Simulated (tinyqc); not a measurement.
Programming of a floating-gate cell by Fowler-Nordheim tunnelling: two steps of the calculation.

Per tunnel area the floating gate has Ctun = 3.9 eps0/tox to the channel (0 V) and Ccg to the control gate, Ct = Ctun/(1 - ag), no other coupling. With the threshold shift U = -Q/Ccg the field is F = ag (Vg - U)/tox, and dU/dt = J/Ccg. Fowler-Nordheim: J = A F^2 exp(-B/F), A = q^2/(16 pi^2 hbar mo phi) (times 1e14 for A/cm^2 with F in V/nm, emitter mass m0), B = (4/3) sqrt(mo/C) phi^1.5, C = hbar^2/(2 m0).

Inputs (values chosen for the exercise); oxide values close to those of silicon dioxide: tunnel barrier phi = 3.13 eV; tunnelling mass mo = 0.46 m0; tunnel oxide thickness tox = 8.1 nm; coupling ratio Ccg/Ct ag = 0.6; tunnel area ar = 1600 nm^2; threshold shift at the start Vt0 = -2.5 V; control-gate voltage Vg = 12.4 V; time step dt = 23 us; steps n = 10.

Constants: q = 1.602176634e-19 C, hbar = 1.054571817e-34 J s, m0 = 9.1093837015e-31 kg, eps0 = 8.8541878128e-14 F/cm where lengths are in cm, hbar^2/(2 m0) = 0.0380998212 eV nm^2. Results are converted to the units shown.

Task 1. Constants of the cell. A, B, Ccg = ag Ct, the starting field and current, K = A B ag/(Ccg tox), and the knee time t0 = exp(B/F(0))/K.

Give: A; B; Ccg; F(0); J(0); K; t0; electrons for 1 V of shift.

Result 1.

A = 1.0706e8 A cm^-2 (V/nm)^-2
B = 25.655 V/nm
Ccg = 0.63947 uF/cm^2
F(0) = 1.1037 V/nm
J(0) = 0.010480 A/cm^2
K = 3.1816e14 1/s
t0 = 39.113 us
electrons for 1 V of shift = 63.860

Task 2. Explicit time steps against the exact solution. U(new) = U + dt J(F(U))/Ccg. Exact: exp(B/F(t)) = exp(B/F(0)) + K t, K = A B ag/(Ccg tox), and U = Vg - tox F/ag.

Give: t; F; J; U by steps; U exact.

Result 2.

| step | t (us) | F (V/nm) | J (A/cm^2) | U by steps (V) | U exact (V) |
|---|---|---|---|---|---|
| 0 | 0 | 1.1037 | 0.010480 | -2.5000 | -2.5000 |
| 1 | 23.000 | 1.0758 | 0.0054463 | -2.1231 | -2.2093 |
| 2 | 46.000 | 1.0613 | 0.0038256 | -1.9272 | -2.0177 |
| 3 | 69.000 | 1.0511 | 0.0029683 | -1.7896 | -1.8756 |
| 4 | 92.000 | 1.0432 | 0.0024299 | -1.6828 | -1.7630 |
| 5 | 115.00 | 1.0367 | 0.0020582 | -1.5954 | -1.6700 |
| 6 | 138.00 | 1.0312 | 0.0017854 | -1.5214 | -1.5909 |
| 7 | 161.00 | 1.0265 | 0.0015763 | -1.4572 | -1.5223 |
| 8 | 184.00 | 1.0223 | 0.0014109 | -1.4005 | -1.4616 |
| 9 | 207.00 | 1.0185 | 0.0012766 | -1.3497 | -1.4074 |
| 10 | 230.00 | 1.0151 | 0.0011655 | -1.3038 | -1.3584 |

Range of the model: Programming fields of 10 MV/cm and more wear the oxide; trapping and the channel potential are ignored.

Computed by the program tinyqc: `OMP_NUM_THREADS=1 python tinyqc.py 2130091 2130092 out.jsonl`, one thread of a shared Intel Xeon 2.30GHz, about 0.01 s for the whole run.
